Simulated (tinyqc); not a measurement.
Ferroelectric switching by domains, regions with a spread of times with Merz's law: one step of the calculation.

A film poled to -Ps gets a pulse V of length t. Field E = V/d, characteristic time tau = t0 exp(Ea/E). The film consists of seven classes of regions, z = -3..3, with weights w_z proportional to exp(-z^2/2) and summing to one, and times tau_z = tau 10^(wd z); the switched share is f = sum w_z [1 - exp(-(t/tau_z)^m)]. P = Ps (2 f - 1).

Task. Field and characteristic time. E = V/d, tau = t0 exp(Ea/E).

Parameters, values chosen for the exercise:
- t0 = 0.28 ns (time prefactor)
- Ea = 8900 kV/cm (activation field)
- d = 10 nm (film thickness)
- V = 2.8 V (pulse voltage)

Find: E; tau.

Result.

E = 2800.0 kV/cm
tau = 6.7235 ns

Numbers from tinyqc (`OMP_NUM_THREADS=1 python tinyqc.py 2860063 2860064 out.jsonl`; about 0.01 s on one thread of a shared Intel Xeon 2.30GHz).
